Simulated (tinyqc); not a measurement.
One-dimensional ballistic tunnel FET, two-band WKB: two steps of the calculation.

A p-type source for x < 0 with its Fermi level at 0 and its valence edge at ds; in the channel the bands fall as D exp(-x/lam) towards their flat values, with the conduction edge at Ec = ds - dP and D = dP + Eg. The gate moves dP one to one. The drain Fermi level lies at -Vd and the drain side reflects nothing. For w = E - Ec between 0 and dP an electron crosses the gap. Two-band dispersion with equal masses m: inside the gap kappa = sqrt(m u (1 - u/Eg)/C), u the distance from a band edge, C = hbar^2/(2 m0).

Inputs (values chosen for the exercise); band and dielectric values close to those of In0.53Ga0.47As: temperature T = 300 K; band gap Eg = 0.746 eV; band-edge mass of the two-band model m = 0.048 m0; screening length of the source junction lam = 5.4 nm; source valence edge above the source Fermi level ds = 0.14 eV; drain bias Vd = 0.3 V; number of degenerate subbands (spin apart) g = 1; tunnelling window Ev(source) - Ec(channel) dP = 0.19 eV; energy above the channel conduction edge w0 = 0.072 eV; points of the energy grid nE = 9.

Constants: q = 1.602176634e-19 C, kB = 1.380649e-23 J/K, hbar = 1.054571817e-34 J s, h = 6.62607015e-34 J s, m0 = 9.1093837015e-31 kg, Vt = kB T/q, hbar^2/(2 m0) = 0.0380998212 eV nm^2. Results are converted to the units shown.

Task 1. The exponent in closed form. S(w) = 2 lam int_0^Eg kappa(u) du/(w + Eg - u) = 2 pi lam sqrt(m/(C Eg)) [w + Eg/2 - sqrt(w (w + Eg))], T(w) = exp(-S). The common triangular estimate is S = (4/3) lam sqrt(m/C) Eg^1.5/(dP + Eg) for all w.

Wanted: S(w0); T(w0); triangular S.

Result 1.

S(w0) = 8.921
T(w0) = 1.336e-4
triangular S = 5.563

Task 2. Current on a coarse grid. I = g (2 q^2/h) int_0^dP T(w) [f(E) - f(E + Vd)] dw, E = ds - dP + w, f(x) = 1/(1 + exp(x/Vt)). Simpson's rule on nE equally spaced points.

Find: w; T(w); difference of the f; I.

Result 2.

| point | w (eV) | T(w) | difference of the f |
|---|---|---|---|
| 0 | 0.00000 | 7.2011e-8 | 0.87364 |
| 1 | 0.02375 | 9.8116e-6 | 0.73405 |
| 2 | 0.04750 | 4.6287e-5 | 0.52415 |
| 3 | 0.07125 | 1.2997e-4 | 0.30534 |
| 4 | 0.09500 | 2.8239e-4 | 0.14923 |
| 5 | 0.11875 | 5.2455e-4 | 0.065413 |
| 6 | 0.14250 | 8.7572e-4 | 0.027171 |
| 7 | 0.16625 | 0.0013528 | 0.011022 |
| 8 | 0.19000 | 0.0019699 | 0.0044276 |

I = 3.5185e-4 uA

Computed by the program tinyqc: `OMP_NUM_THREADS=1 python tinyqc.py 2620140 2620141 out.jsonl`, one thread of a shared Intel Xeon 2.30GHz, about 0.01 s for the whole run.
